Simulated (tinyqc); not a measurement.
Charge control and current of a heterostructure field-effect transistor: one step, computed by the program tinyqc. Command: `OMP_NUM_THREADS=1 python tinyqc.py 3013974 3013975 out.jsonl hemt walk`. One thread of a shared host (Intel(R) Xeon(R) Processor @ 2.30GHz), about 0.01 s of CPU time with the checks.

Two subbands in a triangular well; E_F is counted from the conduction band edge of the channel at the interface.

Question. Saturation current. With V = e n_s/C_g and V_c = v_s L/mu: for v = mu F up to v_s, I/W = C_g v_s V_c (sqrt(1 + (V/V_c)^2) - 1) and V_Dsat = V + V_c - sqrt(V^2 + V_c^2); g_m = dI/dV; extrinsic g_m/(1 + g_m R_S); f_T = g_m/(2 pi C_g L).

Inputs (values chosen for the exercise, modelled on AlGaN/GaN):

| quantity | value | unit |
|---|---|---|
| conduction band offset dE_c | 0.43 | eV |
| mobility mu | 1700 | cm^2/(V s) |
| saturation velocity v_s | 1.3 | 1e7 cm/s |
| gate length L | 1700 | nm |
| source resistance R_S | 0.1 | ohm mm |
| temperature T | 300 | K |

Charge source: polarisation. Velocity law: two-piece.

sheet density n_s = 1.088584e+13 1/cm^2

gate capacitance C_g = 0.4174897 microfarad/cm^2

Constants: e = 1.602176634e-19 C.

Give: V; V_c; V_Dsat; saturation current I/W; intrinsic g_m; extrinsic g_m; intrinsic f_T.

Answer.

V = 4.178 V

V_c = 1.3 V

V_Dsat = 1.102 V

saturation current I/W = 1669 mA/mm

intrinsic g_m = 518.2 mS/mm

extrinsic g_m = 492.7 mS/mm

intrinsic f_T = 11.62 GHz

V/V_c = 3.21: velocity saturation rules; I is 74 % of e n_s v_s = 2270 mA/mm. Caution: E_F lies above the conduction band minimum of the barrier, so electrons would spill into the barrier.
